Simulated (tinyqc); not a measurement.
Hueckel theory of the pi electrons with the omega technique, for the molecule Fc1ccccc1 (SMILES; centres numbered as the heavy atoms are written), step by step. One step of it, computed by the program tinyqc.

Task: Omega technique, round 1. h_r = h_r(0) + omega q_r, omega = 1, with q_r = z_r - P_rr.

Hueckel matrix in units of beta (H = alpha + beta A), lower triangle:
```
          1F        2C        3C        4C        5C        6C        7C
1F  3.000000
2C  0.700000  0.000000
3C  0.000000  1.000000  0.000000
4C  0.000000  0.000000  1.000000  0.000000
5C  0.000000  0.000000  0.000000  1.000000  0.000000
6C  0.000000  0.000000  0.000000  0.000000  1.000000  0.000000
7C  0.000000  1.000000  0.000000  0.000000  0.000000  1.000000  0.000000
```

charge and bond-order matrix P, lower triangle:
```
           1F         2C         3C         4C         5C        6C        7C
1F   1.972892
2C   0.166398   0.968382
3C  -0.101981   0.656912   1.022697
4C  -0.012503   0.005625   0.668376   0.998753
5C   0.068411  -0.328911  -0.018318   0.665663   1.015825
6C  -0.012503   0.005625  -0.331624  -0.001247   0.665663  0.998753
7C  -0.101981   0.656912   0.022697  -0.331624  -0.018318  0.668376  1.022697
```

Centres:

| centre | z_r, pi electrons of the neutral centre | h |
|---|---|---|
| 1F | 2 | 3.000000 |
| 2C | 1 | 0.000000 |
| 3C | 1 | 0.000000 |
| 4C | 1 | 0.000000 |
| 5C | 1 | 0.000000 |
| 6C | 1 | 0.000000 |
| 7C | 1 | 0.000000 |

Give: matrix after round 1.

Result:

matrix after round 1, lower triangle:
```
        1F      2C       3C      4C       5C      6C       7C
1F  3.0271
2C  0.7000  0.0316
3C  0.0000  1.0000  -0.0227
4C  0.0000  0.0000   1.0000  0.0012
5C  0.0000  0.0000   0.0000  1.0000  -0.0158
6C  0.0000  0.0000   0.0000  0.0000   1.0000  0.0012
7C  0.0000  1.0000   0.0000  0.0000   0.0000  1.0000  -0.0227
```
